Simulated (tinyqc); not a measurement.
# From isotopically pure to strongly disordered

Model: Debye-Callaway model of lattice thermal conductivity. Computed by tinyqc, a small Python program. Command: `OMP_NUM_THREADS=1 python tinyqc.py 3024574 3024575 out.jsonl callaway sweep`. One thread of a shared host (Intel(R) Xeon(R) Processor @ 2.30GHz), about 0.02 s of CPU time with the checks.

Three acoustic branches with one velocity v, cut at omega_D = k_B Theta/hbar; x = hbar omega/(k_B T). v and Theta are separate inputs: Theta cuts off the heat-carrying modes, so C need not reach 3 k_B/V. gamma is an effective value that sets the umklapp rate.

Inputs (values chosen for the exercise, for a model crystal):
```
quantity                              value        unit
sound velocity v                       6280         m/s
Debye temperature Theta                 410           K
volume per atom V                      27.2  angstrom^3
mean atomic mass M                     60.7           u
effective Grueneisen parameter gamma   2.06           -
umklapp exponent divisor b              2.5           -
Casimir length L                       1500  micrometre
temperature T                            20           K
```

Sample: crystal. Point defects: isotopes. Normal processes: left out.

Constants: k_B = 1.380649e-23 J/K; hbar = 1.054571817e-34 J s; u = 1.6605390666e-27 kg.

Method:
- Gamma is given directly by the isotope mixture. A = V Gamma/(4 pi v^3).
- Rates: point defects A omega^4; umklapp B omega^2 T exp(-Theta/(b T)) with B = hbar gamma^2/(M v^2 Theta). Boundaries: v/L.
- kappa_1 = c int tau_C g dx, g = x^4 e^x/(e^x - 1)^2, c = (k_B/(2 pi^2 v)) (k_B T/hbar)^3, over 0 < x < min(Theta/T, 40), by 96 Gauss-Legendre points in s with x = x_max s^2; tau_C = tau_R, the inverse of the summed rates, and kappa = kappa_1.
- Heat capacity C = 3 c int g dx / v^2; grey free path 3 kappa/(C v); the median free path v tau_C halves kappa_1 when the quadrature points are ordered by free path (each counted at half its weight, interpolated in the logarithm); likewise at 10 % and 90 %.

One run for each value:
```
mass variance Gamma  kappa (W/(m K))  median free path (nm)  grey free path (nm)
1.00e-07                       11514             1.4287e+06           1.3923e+06
5.00e-07                       11108             1.4140e+06           1.3431e+06
2.00e-06                       10122             1.3713e+06           1.2239e+06
1.00e-05                        7904             1.2475e+06           9.5569e+05
5.00e-05                        5053             1.0416e+06           6.1106e+05
3.00e-04                        2424             7.8272e+05           2.9316e+05
1.00e-03                        1316             6.2926e+05           1.5908e+05
6.00e-03                         465             4.5344e+05           5.6205e+04
3.00e-02                         166             3.4509e+05           2.0077e+04
```

Describe and explain the trends.

Over the rows, kappa (W/(m K)) falls from 11500 to 166 (exponent d ln y / d ln x -0.022 between the first rows and -0.64 between the last); median free path (nm) falls from 1.43e6 to 345000 (exponent d ln y / d ln x -0.0064 between the first rows and -0.17 between the last); grey free path (nm) falls from 1.39e6 to 20100 (exponent d ln y / d ln x -0.022 between the first rows and -0.64 between the last). At the low end the exponent of kappa is -0.02, close to 0: so few defects do not matter. Rayleigh scattering grows as omega^4, so it removes the short waves first and leaves the heat to longer ones; each further decade of defects therefore costs less than a decade of kappa (steepest exponent here -0.64).
